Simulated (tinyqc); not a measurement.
Inside a calculation. Method: UKS/B3LYP (VWN-RPA form) in the sto-6g basis, for H4, spin multiplicity 3. One step of it, computed by the program tinyqc.

Problem. Iteration 2 (converged): orbitals. Diagonalise F' = X^T F X, C = X C', fill 3 alpha and 1 beta electrons from the bottom; D(s) = C_occ C_occ^T. Each column has its largest component positive (the first on a tie).

F(alpha) (hartree), order 1H 1s, 2H 1s, 3H 1s, 4H 1s:
```
[[-0.290860, -0.163188, -0.357599, -0.113361],
 [-0.163188, -0.290860, -0.113361, -0.357599],
 [-0.357599, -0.113361, -0.290860, -0.163188],
 [-0.113361, -0.357599, -0.163188, -0.290860]]
```

F(beta) (hartree), order 1H 1s, 2H 1s, 3H 1s, 4H 1s:
```
[[-0.132327, -0.150345, -0.287666, -0.122374],
 [-0.150345, -0.132327, -0.122374, -0.287666],
 [-0.287666, -0.122374, -0.132327, -0.150345],
 [-0.122374, -0.287666, -0.150345, -0.132327]]
```

X, order 1H 1s, 2H 1s, 3H 1s, 4H 1s:
```
[[0.788577, 0.675887, 0.465210, 0.363163],
 [-0.788577, 0.675887, -0.465210, 0.363163],
 [-0.788577, -0.675887, 0.465210, 0.363163],
 [0.788577, -0.675887, -0.465210, 0.363163]]
```

Give: F' = X^T F X; orbital energies; coefficients C; F' = X^T F X; orbital energies; coefficients C; D(alpha) after iteration 2; D(beta) after iteration 2.

Solution.

F' = X^T F X (alpha) (hartree):
```
[[0.290, 0.000, 0.000, 0.000],
 [0.000, 0.031, 0.000, 0.000],
 [0.000, 0.000, -0.322, 0.000],
 [0.000, 0.000, 0.000, -0.488]]
```

orbital energies (alpha) (hartree): [-0.488, -0.322, 0.031, 0.290]

coefficients C (alpha), order 1H 1s, 2H 1s, 3H 1s, 4H 1s:
```
[[0.363, 0.465, 0.676, 0.789],
 [0.363, -0.465, 0.676, -0.789],
 [0.363, 0.465, -0.676, -0.789],
 [0.363, -0.465, -0.676, 0.789]]
```

F' = X^T F X (beta) (hartree):
```
[[0.456, 0.000, 0.000, 0.000],
 [0.000, 0.233, 0.000, 0.000],
 [0.000, 0.000, -0.127, 0.000],
 [0.000, 0.000, 0.000, -0.365]]
```

orbital energies (beta) (hartree): [-0.365, -0.127, 0.233, 0.456]

coefficients C (beta), order 1H 1s, 2H 1s, 3H 1s, 4H 1s:
```
[[0.363, 0.465, 0.676, 0.789],
 [0.363, -0.465, 0.676, -0.789],
 [0.363, 0.465, -0.676, -0.789],
 [0.363, -0.465, -0.676, 0.789]]
```

D(alpha) after iteration 2, order 1H 1s, 2H 1s, 3H 1s, 4H 1s:
```
[[0.805, 0.372, -0.109, -0.541],
 [0.372, 0.805, -0.541, -0.109],
 [-0.109, -0.541, 0.805, 0.372],
 [-0.541, -0.109, 0.372, 0.805]]
```

D(beta) after iteration 2, order 1H 1s, 2H 1s, 3H 1s, 4H 1s:
```
[[0.132, 0.132, 0.132, 0.132],
 [0.132, 0.132, 0.132, 0.132],
 [0.132, 0.132, 0.132, 0.132],
 [0.132, 0.132, 0.132, 0.132]]
```
